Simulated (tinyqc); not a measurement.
## Stress and current directions compared

A cubic crystal with three pairs of conduction valleys along x, y and z; non-degenerate electrons, one relaxation time, masses unchanged. Stress s_ij = X a_i a_j with a the unit vector along the stress; strain e_ii = s11 s_ii + s12 (s_jj + s_kk), e_ij = s44 s_ij/2. Valley shift dE = Xu (n.e.n - trace(e)/3) with n the valley axis; share f proportional to exp(-dE/Vt). Inverse mass along the current d: (n.d)^2/ml + (1 - (n.d)^2)/mt; mu/mu0 = sum f (1/m) over the plain mean of 1/m. Rows: direction of the stress, of size |X|; columns: direction of the current and sign.

Inputs (values chosen for the exercise); values close to those of silicon:
- T = 350 K (temperature)
- s11 = 7.75 1/TPa (compliance)
- s12 = -2.14 1/TPa (compliance)
- s44 = 12.8 1/TPa (compliance)
- Xu = 8.97 eV (shear deformation potential)
- ml = 0.905 m0 (longitudinal mass)
- mt = 0.188 m0 (transverse mass)
- X = -120 MPa (uniaxial stress (tension positive))

Constants: q = 1.602176634e-19 C, kB = 1.380649e-23 J/K, Vt = kB T/q. Results are converted to the units shown.

mu/mu0:
```
       I [100], tension  I [100], compression  I [110], tension  I [110], compression
[100]            1.0790               0.91126            1.0197               0.97781
[110]            1.0217               0.97954            1.0217               0.97954
[001]           0.96051                1.0444           0.96051                1.0444
[111]            1.0000                1.0000            1.0000                1.0000
```

What does the table show?

The largest gain, 1.08, is for stress along [100], tension, current along [100]; the largest loss, 0.911, for [100], compression, current along [100]. Entries equal to one are cases in which the valleys are not split or have equal mass along the current.

Computed by the program tinyqc: `OMP_NUM_THREADS=1 python tinyqc.py 2530037 2530038 out.jsonl`, one thread of a shared Intel Xeon 2.30GHz, about 0.01 s for the whole run.
